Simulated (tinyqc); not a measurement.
Inside a calculation: model-solid line-up of a strained alloy layer on a substrate. Values are carried at full precision from step to step, so a last printed digit may differ when a step is redone from the rounded ones.

All values of the alloy are linear in x but the gap, Eg(x) = (1 - x) Eg_A + x Eg_B - C x (1 - x), and the valence edge, Ev(x) = (1 - x) Ev_A + x Ev_B + fv C x (1 - x); Ec = Ev + Eg. Ev is the top of the unstrained valence band on a scale common to all materials. In the layer only the Gamma valley of the conduction band is followed, also where an X or L valley would lie lower.

Parameters, chosen for this exercise (A near InAs, B near InSb, substrate near InAs; the results hold for these values, not for the real material): a = (6.05, 6.48) angstrom (lattice constant of A, B); Eg = (0.42, 0.234) eV (gap at Gamma to the s-like level of A, B); Dso = (0.39, 0.801) eV (spin-orbit splitting of A, B); Ev = (-0.59, 0) eV (top of the unstrained valence band of A, B); ac = (-5.06, -6.98) eV (conduction deformation potential of A, B); av = (1.01, 0.37) eV (valence hydrostatic potential of A, B); b = (-1.8, -1.99) eV (tetragonal shear potential of A, B); d = (-3.55, -4.71) eV (trigonal shear potential of A, B); C11 = (83.6, 67.9) GPa (of A, B); C12 = (44.8, 37.8) GPa (of A, B); C44 = (39.8, 31) GPa (of A, B); C = 0.626 eV (bowing of the gap); fv = 0.6 (share of the bowing taken by the valence edge); x = 0.36 (fraction of B); a_s = 6.05 angstrom (substrate); face = 111 (growth face); Eg_s = 0.42 eV (lowest gap of the substrate); Ev_s = -0.59 eV (substrate valence edge); e14 = -0.058 C/m^2 (piezoelectric constant of the layer); eps = 13.2 (dielectric constant); Lw = 6 nm (thickness of the layer).

## Values of the alloy

Interpolate.

Alloy at x (a in angstrom, C11, C12, C44 in GPa, all else in eV):
```
symbol    value
a        6.2048
Eg       0.2088
Dso      0.5380
Ev      -0.2911
ac      -5.7512
av       0.7796
b       -1.8684
d       -3.9676
C11     77.9480
C12     42.2800
C44     36.6320
```

## Strain on the (111) substrate

Coherent growth on a (111) face: e_par = (a_s - a)/a, e_perp = -(2 C11 + 4 C12 - 4 C44)/(C11 + 2 C12 + 4 C44) e_par; exx = eyy = ezz = (2 e_par + e_perp)/3 and exy = eyz = ezx = (e_perp - e_par)/3.

Use the values of the alloy.

e_par = -0.024948
e_perp = 0.014409

strain tensor in the cubic axes, rows x, y, z and columns alike:
```
[[-0.011829, 0.013119, 0.013119],
 [0.013119, -0.011829, 0.013119],
 [0.013119, 0.013119, -0.011829]]
```

The layer is under compression in the plane; its volume changes by -3.549 %. Above 2 % only a few nanometres stay coherent, and linear deformation potentials lose accuracy.

## Strained band edges

Strained edges: Ec + ac tr(e); the valence edges are Ev plus the levels of the 6 x 6 matrix of X, Y, Z times spin with -Dso/3 + l exx + m (eyy + ezz) on the diagonal (cyclic), n exy off it, l = av + 2 b, m = av - b, n = sqrt(3) d. Spin-orbit term (Dso/3) L.sigma on X, Y, Z with (L_k)_ij = -i epsilon_kij: <X+|H|Y+> = -i Dso/3, <X+|H|Z-> = Dso/3, <Y+|H|Z-> = -i Dso/3, <Z+|H|X-> = -Dso/3, <Z+|H|Y-> = i Dso/3, <X-|H|Y-> = i Dso/3, and their conjugates; + and - are the spin along z.

Give the hydrostatic shifts, the strain block and the edges.

ac tr(e), av tr(e) (eV): [0.2041, -0.0277]

strain block (eV), rows X, Y, Z and columns alike:
```
[[-0.0277, -0.0902, -0.0902],
 [-0.0902, -0.0277, -0.0902],
 [-0.0902, -0.0902, -0.0277]]
```

Ec and the three valence edges from the top (eV): [0.1218, -0.2286, -0.3751, -0.8904]

strained gap = 0.3504 eV

Strain moves the gap by +142 meV: +232 meV from the volume and -90 meV from the splitting of the valence edge, which always raises the top.

## Offsets against the substrate material

dEc = Ec(substrate) - Ec(layer), dEv = Ev(layer) - Ev(substrate); positive values confine the carrier in the layer. Type I: both of one sign; type II: opposite signs; type III: the gaps do not overlap.

Give also the smallest gap across the interface, min Ec - max Ev.

dEc = -0.2918 eV
dEv = 0.3614 eV

type: II

smallest gap = 0.0586 eV

Electrons collect in the substrate material and holes in the layer.

## Piezoelectric polarisation

P_x = 2 e14 eyz and cyclic. The field along the normal n of the (111) face is -P.n/(eps eps0) in a layer between thick unstrained barriers, eps0 = 8.8541878e-12 F/m; 1 kV/cm = 1e5 V/m.

P (C/m^2): [-0.001522, -0.001522, -0.001522]

P.n = -0.002636 C/m^2
field along n = 225.5 kV/cm
potential drop across the layer = 135.3 mV

The drop of 135 meV tilts both band edges, pulls electrons and holes to opposite faces and lowers the transition; a (001) layer has no shear and no such field.

Computed by tinyqc, a small Python program: `OMP_NUM_THREADS=1 python tinyqc.py 1051452 1051453 out.jsonl` (the numbers bound the seed that draws the inputs); one thread of a shared host (Intel(R) Xeon(R) Processor @ 2.30GHz), about 0.02 s for the whole set of steps.
